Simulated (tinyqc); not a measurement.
# MOSFET in saturation, small-signal circuit and noise: effects of single changes

Bias by the inversion coefficient IC = I/Ispec (charge-based model with velocity saturation; weak inversion below 0.1, strong above 10). Common-source circuit: gm, gds, Cgs, Cgd and Cj at the inner nodes, Rg in series with the gate; quasi-static, no source or drain resistance, no gate-body capacitance, no substrate network, no induced gate noise, so fmax is an upper estimate.

Parameters, values chosen for the exercise: temperature T = 300 K; gate length L = 130 nm; total gate width W = 5 um; gate capacitance Cox = 0.8 uF/cm^2; mobility mu = 140 cm^2/(V s); slope factor n = 1.21; velocity-saturation length Ls = 10 nm; ratio gds/gm sg = 0.023; overlap and fringe capacitance per side Cov = 0.33 fF/um; drain junction capacitance Cj = 0.45 fF/um; sheet resistance of the gate Rsh = 5 ohm; finger width Wf = 0.5 um; gate contact and vertical resistance Rc = 200 ohm um; inversion coefficient IC = 17; short-channel excess of the noise factor gw = 0.09; oxide trap density Nt = 5e17 cm^-3 eV^-1; tunnelling length into the oxide lt = 0.1 nm; Coulomb scattering coefficient ac = 3000 V s/C.

Constants: q = 1.602176634e-19 C, kB = 1.380649e-23 J/K, Vt = kB T/q. Results are converted to the units shown.

Each table varies one quantity; the others keep the values above.

## Effect of the total gate width on speed and noise

Ispec = 2 n mu Cox (W/L) Vt^2, lc = Ls/L, gms = [sqrt((lc IC + 1)^2 + 4 IC) - 1]/[2 + lc (lc IC + 1)], gm = gms Ispec/(n Vt), gds = sg gm. qs = [sqrt(1 + 4 IC) - 1]/2, Cgs = Cox W L qs (2 qs + 3)/(3 (qs + 1)^2) + Cov W, Cgd = Cov W, Cd = Cj W, Rg = Rsh (Wf/L)/(12 Nf) + Rc/W with Nf = W/Wf fingers (not rounded) contacted at both ends. fT = gm/(2 pi (Cgs + Cgd)), fmax = fT/(2 sqrt(Rg (gds + 2 pi fT Cgd))). Channel noise Sid = 4 kB T gam n gm with gam = (1/2 + (2/3) qs)/(1 + qs) + gw lc IC, qs = [sqrt(1 + 4 IC) - 1]/2, lc = Ls/L (the last term an empirical rise with velocity saturation); at the gate, white noise Sw = Sid/gm^2 + 4 kB T Rg. Number fluctuation with correlated mobility: S(f) = K/f, K = q^2 Vt lt Nt/(W L Cox^2) (1 + ac mu Cox I/gm)^2, Vt in eV with Nt per eV. Corner fc = K/Sw. IC is held fixed.

The same in every row: fT (GHz) = 19.50; fmax (GHz) = 103.7; fc (MHz) = 43.95.

Result of one run:
```
W (um)  I (uA)  Rg (ohm)  sqrt(Sw) (nV/Hz^0.5)
2        47.38     100.4                 7.082
```

What becomes of these results when the total gate width W is changed from 2 to 200 um, all else the same?

Result of the changed run:
```
W (um)  I (uA)  Rg (ohm)  sqrt(Sw) (nV/Hz^0.5)
200       4738     1.004                0.7082
```

The whole series:
```
W (um)  I (uA)  Rg (ohm)  sqrt(Sw) (nV/Hz^0.5)
2        47.38     100.4                 7.082
4.3      101.9     46.70                 4.830
9.3      220.3     21.59                 3.284
20       473.8     10.04                 2.240
43        1019     4.670                 1.527
93        2203     2.159                 1.039
200       4738     1.004                0.7082
```

As W goes from 2 to 200 um, fT stays at 19.5 GHz, fmax stays at 104 GHz, the white noise falls from 7.08 to 0.708 nV/Hz^0.5 and the corner stays at 43.9 MHz. Current, gm and capacitances scale with W and Rg with 1/W, so the frequencies stay while both noise powers fall as 1/W. In every row fmax exceeds 4 fT, where channel resistance and substrate losses, left out here, would cap it.

## Effect of the finger width on speed and noise

Same model as above.

Corner fc = K/Sw. IC is held fixed.

The same in every row: I (uA) = 118.4; fT (GHz) = 19.50.

Effect of the finger width on speed and noise:
```
Wf (um)  Rg (ohm)  fmax (GHz)  sqrt(Sw) (nV/Hz^0.5)  fc (MHz)
0.25        40.04       103.9                 4.479     43.95
0.5         40.16       103.7                 4.479     43.95
1           40.64       103.1                 4.480     43.93
2           42.56       100.8                 4.484     43.86
4           50.26       92.73                 4.498     43.59
8           81.03       73.03                 4.554     42.51
```

As Wf goes from 0.25 to 8 um, fT stays at 19.5 GHz, fmax falls from 104 to 73.0 GHz, the white noise rises from 4.48 to 4.55 nV/Hz^0.5 and the corner falls from 44.0 to 42.5 MHz. The finger width leaves fT alone and acts through Rg, whose sheet part goes as Wf^2. For Wf = 0.25 to 4 um fmax exceeds 4 fT, where channel resistance and substrate losses, left out here, would cap it.

## From weak to strong inversion

Same model as above.

The last column is the figure of merit (gm/I) fT.

From weak to strong inversion:
```
IC     I (uA)  gm/I (1/V)  fT (GHz)  fmax (GHz)  (gm/I) fT (THz/V)
0.01  0.06967       31.64    0.1047       7.750           0.003313
0.03   0.2090       31.03    0.2995       13.10           0.009294
0.1    0.6967       29.19    0.8692       22.28            0.02538
0.3     2.090       25.58     2.004       33.70            0.05124
1       6.967       19.52     4.299       49.11            0.08390
3       20.90       13.61     7.964       66.56             0.1084
10      69.67       8.332     14.97       90.97             0.1247
30      209.0       4.936     25.54       118.6             0.1261
100     696.7       2.493     41.96       151.9             0.1046
```

The efficiency gm/I falls from 31.6 to 2.49 1/V while fT rises from 0.105 to 42.0 GHz; fT goes as IC^(0.96) at the start and IC^(0.41) at the end (1/2 for a long channel, 0 at full velocity saturation, which sets in near IC = 1/lc^2 = 169). Their product goes from 0.00331 through a maximum of 0.126 (at IC = 30 among the rows listed) to 0.105 THz/V. For IC = 0.01 to 30 fmax exceeds 4 fT, where channel resistance and substrate losses, left out here, would cap it.

## Effect of the gate length on speed and noise

Same model as above.

Corner fc = K/Sw. IC is held fixed, and so is sg.

Effect of the gate length on speed and noise:
```
L (nm)  I (uA)  Rg (ohm)  fT (GHz)  fmax (GHz)  sqrt(Sw) (nV/Hz^0.5)  fc (MHz)
20       769.9     41.04     105.0       242.1                 3.456     529.1
32       481.2     40.65     84.17       217.4                 3.328     338.5
50       307.9     40.42     59.90       183.4                 3.444     197.1
79       194.9     40.26     37.09       144.0                 3.806     100.8
130      118.4     40.16     19.50       103.7                 4.479     43.95
200      76.99     40.10     10.34       74.81                 5.308     20.30
320      48.12     40.07     4.846       50.37                 6.507     8.429
500      30.79     40.04     2.246       33.46                 7.986     3.580
```

What does the comparison show?

As L goes from 20 to 500 nm, fT falls from 105 to 2.25 GHz, fmax falls from 242 to 33.5 GHz, the white noise goes from 3.46 through a minimum of 3.33 (at L = 32 nm among the rows listed) to 7.99 nV/Hz^0.5 and the corner falls from 529 to 3.58 MHz. fT goes as L^(-0.47) between the first two rows and L^(-1.72) between the last two; with no overlap and no velocity saturation it would go as 1/L^2. For L = 130 to 500 nm fmax exceeds 4 fT, where channel resistance and substrate losses, left out here, would cap it.

Computed by the program tinyqc: `OMP_NUM_THREADS=1 python tinyqc.py 2150110 2150111 out.jsonl`, one thread of a shared Intel Xeon 2.30GHz, about 0.01 s for the whole run.
